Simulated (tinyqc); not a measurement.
# Worked calculation: thermionic-field emission through a Schottky barrier, WKB

Program tinyqc, `OMP_NUM_THREADS=1 python tinyqc.py 2640019 2640020 out.jsonl`; Intel Xeon 2.30GHz, shared host, one thread, about 0.01 s. Printed values are rounded.

Metal on an n-type semiconductor with one parabolic valley; V > 0 is forward bias (metal positive). Energies E are counted from the conduction edge of the neutral semiconductor, whose Fermi level lies at -xi; that of the metal lies at -xi - V. The barrier is a parabola of height Vd = phi - xi - V (depletion approximation, no image force).

Values chosen for this exercise; band and dielectric values close to those of gallium nitride:
- T = 200 K (temperature)
- me = 0.201 m0 (electron mass)
- eps_r = 9.51 (relative permittivity)
- phi = 0.99 eV (barrier height seen from the metal)
- Nd = 1.9e19 cm^-3 (donor density)
- V = 0.13 V (bias)
- nE = 15 (points of the energy grid)
- Eb = 0.36 eV (upper end of the energy grid)

Constants: q = 1.602176634e-19 C, kB = 1.380649e-23 J/K, hbar = 1.054571817e-34 J s, h = 6.62607015e-34 J s, m0 = 9.1093837015e-31 kg, Vt = kB T/q, eps0 = 8.8541878128e-14 F/cm where lengths are in cm. Results are converted to the units shown.

Range of the model: The depletion approximation, a parabolic band and the neglect of image-force lowering make these currents estimates at high doping.

## Fermi level, barrier and E00

Nc = 2 (2 pi me m0 kB T/h^2)^1.5 (times 1e-6 for cm^-3); Nd = Nc F12(-xi/Vt), F12(x) = (2/sqrt(pi)) int_0^infinity sqrt(u)/(1 + exp(u - x)) du; E00 = (hbar/2) sqrt(Nd/(me m0 eps0 eps_r)) in SI units (volts). W = sqrt(2 eps0 eps_r Vd/(q Nd)).

Nc = 1.230918e18 cm^-3
xi = -0.1272238 eV
Vd = 0.9872238 V
W = 7.390187 nm
E00 = 58.53503 meV
E00/Vt = 3.396354

By a common rule of thumb, E00/Vt below 0.5 marks thermionic emission, 0.5 to 5 thermionic-field emission and above 5 field emission. By that rule alone: thermionic-field emission; with a high barrier, tunnelling near its top can carry most of the current even below 0.5.

## Current density on a coarse grid

For E < Vd, ln T(E) = -(Vd/E00) [sqrt(1 - y) - y ln((1 + sqrt(1 - y))/sqrt(y))], y = E/Vd; T(E) = 1 above. J = A* T (q/kB) int_0^infinity T(E) N(E) dE, N = ln[(1 + exp((-xi - E)/Vt))/(1 + exp((-xi - V - E)/Vt))], A* = 4 pi q me m0 kB^2/h^3 (times 1e-4 for A/(cm^2 K^2)). Simpson's rule on nE equally spaced points from 0 to Eb.

```
point,E (eV),T(E),N,T(E) N
0,0.0000000,4.735838e-8,6.766630,3.204566e-7
1,0.0257143,1.779844e-7,5.717430,1.017614e-6
2,0.0514286,4.918790e-7,4.367902,2.148479e-6
3,0.0771429,1.208168e-6,2.949445,3.563427e-6
4,0.1028571,2.745758e-6,1.629339,4.473770e-6
5,0.1285714,5.884985e-6,0.6543242,3.850688e-6
6,0.1542857,1.202935e-5,0.1888582,2.271841e-6
7,0.1800000,2.362411e-5,0.04569785,1.079571e-6
8,0.2057143,4.480759e-5,0.01046212,4.687825e-7
9,0.2314286,8.239759e-5,0.002362712,1.946818e-7
10,0.2571429,1.473471e-4,5.319091e-4,7.837527e-8
11,0.2828571,2.568384e-4,1.196618e-4,3.073375e-8
12,0.3085714,4.372195e-4,2.691561e-5,1.176803e-8
13,0.3342857,7.280174e-4,6.053928e-6,4.407365e-9
14,0.3600000,0.001187282,1.361654e-6,1.616667e-9
```

J = 27.96287 A/cm^2

The integrand peaks at E = 0.103 eV among these points, 0.10 of the barrier height. A converged quadrature gives 27.97 A/cm^2 (this grid is 0.028 % below that), of which 7.4e-16 % passes over the barrier.
